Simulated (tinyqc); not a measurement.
From results back to parameters: static screening by free carriers. Three cases, with inputs chosen for the exercise.

Problem. At zero temperature the gas shows Friedel oscillations of period pi/kF and a Thomas-Fermi length 1/qTF; n and m are hidden.

kF = (3 pi^2 n/Mv)^(1/3), EF = c kF^2/m with c = hbar^2/2m0, n in 1/angstrom^3 (1e-24 per 1/cm^3), e2 = e^2/(4 pi eps0). Thomas-Fermi: qTF^2 = 6 pi e2 n/(eps EF). Debye: qD^2 = 4 pi e2 n/(eps kB T).

Constants: hbar^2/2m0 = 3.80998211 eV angstrom^2; e^2/(4 pi eps0) = 14.39964547 eV angstrom.

Find: kF; n; m.

Method. kF = pi/period and n = Mv kF^3/(3 pi^2); qTF^2 = 2 e2 Mv m kF/(pi eps c) then gives m.

Case 1.

Values chosen (out of a larger set: near those of SiC; not measured data): Mv = 3 (valleys); eps = 9.83 (background dielectric constant).

period = 110.953 angstrom
1/qTF = 11.1770 angstrom

Solution.

kF = 0.02831 1/angstrom
n = 2.30e+18 1/cm^3
m = 0.385 m0

Case 2.

Values chosen (out of a larger set: a free-electron density near that of Ag; not measured data): Mv = 1 (valleys); eps = 1 (background dielectric constant).

period = 2.62492 angstrom
1/qTF = 0.589290 angstrom

Solution.

kF = 1.197 1/angstrom
n = 5.79e+22 1/cm^3
m = 1.000 m0

Case 3.

Values chosen (out of a larger set: near those of SiC; not measured data): Mv = 3 (valleys); eps = 9.37 (background dielectric constant).

period = 127.944 angstrom
1/qTF = 11.7319 angstrom

Solution.

kF = 0.02455 1/angstrom
n = 1.50e+18 1/cm^3
m = 0.384 m0

Computed by tinyqc, one run a case: `OMP_NUM_THREADS=1 python tinyqc.py N N+1 out.jsonl` with N = 1650281, 1650301, 1650312; one thread of a shared Intel(R) Xeon(R) Processor @ 2.30GHz, about 0.01 s a run at most.
